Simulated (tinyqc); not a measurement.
Lattice vibrations of a chain, step by step. One step of it, computed by the program tinyqc.

Problem. Dynamical matrix at q = 0.23. q is in units of 2 pi/a. A spring k from atom i to atom j, n cells on, adds k to Phi_ii and Phi_jj, -k exp(2 pi i q n) to Phi_ij and the conjugate to Phi_ji (for one atom a cell: 2k (1 - cos 2 pi q n)); D_ij = Phi_ij / sqrt(m_i m_j).

A chain moving along its axis:
```
atom                mass (u)  spring to the next atom (eV/angstrom^2)
1                  84.700000                                25.400000
2                  25.700000                                19.800000
3                   7.700000                                10.000000
4                  93.500000                                24.700000
second neighbours          -                                 2.300000
```

Give: D(q).

Solution.

D(q) (eV/(angstrom^2 u)):
```
[[0.6458, -0.5444, -0.1013+0.0894i, -0.0348+0.2754i],
 [-0.5444, 1.9377, -1.4075, -0.0528+0.0465i],
 [-0.1013-0.0894i, -1.4075, 4.4675, -0.3727],
 [-0.0348-0.2754i, -0.0528-0.0465i, -0.3727, 0.4203]]
```
